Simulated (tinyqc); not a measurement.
Van der Pauw, Hall and four-point-probe measurements on a doped layer: one step of the calculation.

A uniform n-type layer with sheet resistance Rs = 1/(q ns mu), point contacts, low field (mu B small).

Task. Sheet density, mobility and bulk values. Rs = 1/z; Hall sheet density B I/(q |VH|); Hall mobility |VH|/(Rs B I); true values ns = rH times the Hall density, mu = Hall mobility/rH; bulk density ns/t, resistivity Rs t; correction factor F = Rs/[(pi/ln 2)(RA + RB)/2].

Inputs (values chosen for the exercise): Hall factor rH = 0.8; magnetic field B = 1 T; current I = 100 uA; thickness of the layer t = 36 nm.

Constants: q = 1.602176634e-19 C. Results are converted to the units shown.

converged z = 0.60113667 mS
VH = -7.4525481 mV
RA = 208.15259 ohm
RB = 595.07099 ohm

Find: Rs; Hall sheet density; Hall mobility; ns; mu; bulk density; resistivity; F.

Result.

Rs = 1664 ohm/square
Hall sheet density = 8.375e12 cm^-2
Hall mobility = 448.0 cm^2/(V s)
ns = 6.700e12 cm^-2
mu = 560.0 cm^2/(V s)
bulk density = 1.861e18 cm^-3
resistivity = 0.005989 ohm cm
F = 0.9139

Program tinyqc, `OMP_NUM_THREADS=1 python tinyqc.py 2850218 2850219 out.jsonl`; Intel Xeon 2.30GHz, shared host, one thread, about 0.01 s.
